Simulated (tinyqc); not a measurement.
# Polarisation charge from two barrier thicknesses

Problem. Voff = phiB - dEc - q sigma d/(eps0 eb). Find sigma, phiB - dEc and the thickness at which Voff = 0.

Constants: q = 1.602176634e-19 C, eps0 = 8.8541878128e-14 F/cm where lengths are in cm. Results are converted to the units shown.

Voff at d = 14 and 38 nm (V): [-5.3542776, -15.644411]
eb = 9.3989000

Solution. Voff is a straight line in d: its slope is -q sigma/(eps0 eb) and its intercept phiB - dEc.

sigma = 2.23e13 cm^-2
phiB - dEc = 0.648 V
thickness for Voff = 0 = 1.51 nm

Program tinyqc, `OMP_NUM_THREADS=1 python tinyqc.py 2180093 2180094 out.jsonl`; Intel Xeon 2.30GHz, shared host, one thread, about 0.01 s.
